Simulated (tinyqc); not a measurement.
# Worked calculation: strained Delta valleys, repopulation and conductivity mass

tinyqc, about 0.01 s, one thread, Intel Xeon 2.30GHz (shared host): `OMP_NUM_THREADS=1 python tinyqc.py 2530089 2530090 out.jsonl` Printed values are rounded.

A cubic crystal with three pairs of conduction valleys along x, y and z under uniaxial stress X along [110] (X > 0 is tension); current along [-110]. Non-degenerate electrons, fixed total density, one relaxation time for all valleys and stresses, masses unchanged by strain, so the mobility goes as the mean inverse mass.

Values chosen for this exercise; values close to those of silicon: temperature T = 300 K; compliance s11 = 7.89 1/TPa; compliance s12 = -2.09 1/TPa; compliance s44 = 12.3 1/TPa; shear deformation potential Xu = 8.79 eV; longitudinal mass ml = 0.934 m0; transverse mass mt = 0.185 m0; uniaxial stress (tension positive) X = -570 MPa.

Constants: q = 1.602176634e-19 C, kB = 1.380649e-23 J/K, Vt = kB T/q. Results are converted to the units shown.

Range of the model: Shear strain also changes the transverse masses of these valleys, which is left out.

## Strain tensor

Stress s_ij = X a_i a_j with a the unit vector along [110]; strain e_ii = s11 s_ii + s12 (s_jj + s_kk), e_ij = s44 s_ij/2.

strain (%):
```
           x          y         z
x  -0.165300  -0.175275  0.000000
y  -0.175275  -0.165300  0.000000
z   0.000000   0.000000  0.119130
```

## Valley shifts and shares

Valley shift dE = Xu (n.e.n - trace(e)/3) with n the valley axis; share f proportional to exp(-dE/Vt).

```
valley  dE (meV)   share f
x        -8.3338  0.420135
y        -8.3338  0.420135
z        16.6676  0.159729
```

The splitting is 25.0 meV, 0.97 Vt.

## Conductivity mass and mobility

Inverse mass along the current d = [-110]: (n.d)^2/ml + (1 - (n.d)^2)/mt; mu/mu0 = sum f (1/m) over the plain mean of 1/m.

1/m along d, valley x to z (1/m0): 3.23803  3.23803  5.40541
conductivity mass = 0.279000 m0
unstrained value = 0.252494 m0
mu/mu0 = 0.904995

The possible range, all electrons in one kind of valley, is 0.818 to 1.36.
